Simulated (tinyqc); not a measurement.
# Changing the aspect ratio of the trench

Model: chemical vapour deposition: Grove model, boundary layer, depletion and step coverage. Computed by tinyqc, a small Python program. Command: `OMP_NUM_THREADS=1 python tinyqc.py 3006452 3006453 out.jsonl cvd sweep`. One thread of a shared host (Intel(R) Xeon(R) Processor @ 2.30GHz), about 0.04 s of CPU time with the checks.

A precursor diffuses to the surface and reacts there at first order; each molecule that reacts adds one formula unit of film.

Inputs (values chosen for the exercise, close to those used for silicon nitride (counted as SiN4/3)):
```
quantity                                       value    unit
prefactor k0 of k_s                          1.4e+10    cm/s
activation energy E                             1.88      eV
temperature T                                    760       C
total pressure p                                 760    torr
mole fraction of the precursor Y               0.002       -
gas diffusivity D0 at 273.15 K and 760 torr     0.56  cm^2/s
precursor mass M                                 101       u
trench width w                                  0.16      um
```

Reactor: horizontal, atmospheric.

Constants: k_B = 1.380649e-23 J/K; u = 1.6605390666e-27 kg; k_B = 8.617333262e-05 eV/K.

Method:
- k_s = k0 exp(-E/(k_B T)); C_g = Y p/(k_B T), 1 torr = 133.322 Pa; D = D0 (T/273.15)^1.75 (760/p).
- Temperatures in kelvin are T(C) + 273.15.
- Mean speed c = sqrt(8 k_B T/(pi M)); reactive sticking probability beta = 4 k_s/c.
- In a long trench of width w and depth l = aspect ratio x w: Knudsen diffusivity D_K = (2w) c/3 (hydraulic diameter 2w), combined as 1/D_e = 1/D_K + 1/D; D_e d2C/dz2 = 2 k_s C/w with D_e dC/dz = -k_s C at the floor. With m = sqrt(2 k_s/(w D_e)): C(floor)/C(top) = 1/[cosh(m l) + (k_s/(D_e m)) sinh(m l)].

One run for each value:
```
aspect ratio of the trench  step coverage  modulus m l
2.0                             9.980e-01        0.051
3.7                             9.943e-01        0.095
7.0                             9.818e-01        0.180
13.0                            9.427e-01        0.334
24.0                            8.298e-01        0.617
46.0                            5.541e-01        1.183
160.0                           3.220e-02        4.116
300.0                           8.790e-04        7.717
```

Give the missing row, aspect ratio of the trench = 86.0.

Computed row:
```
aspect ratio of the trench  step coverage  modulus m l
86.0                            2.136e-01        2.212
```

Interpolating between the two neighbouring rows (the first column on a logarithmic scale, the others too where they are positive) misses most in step coverage, by 38 %. Over the rows, step coverage falls from 0.998 to 8.79e-4 (exponent d ln y / d ln x -0.0061 between the first rows and -5.7 between the last); modulus m l rises from 0.0514 to 7.72 (exponent d ln y / d ln x about 1.00 throughout). The exponent of modulus m l stays at 1: the modulus is proportional to depth. Coverage stays near 1 while m l is below about 0.3 and falls as 1/cosh(m l) beyond.

Caution (all rows): the hydraulic-diameter form of D_K is rough for a slit.
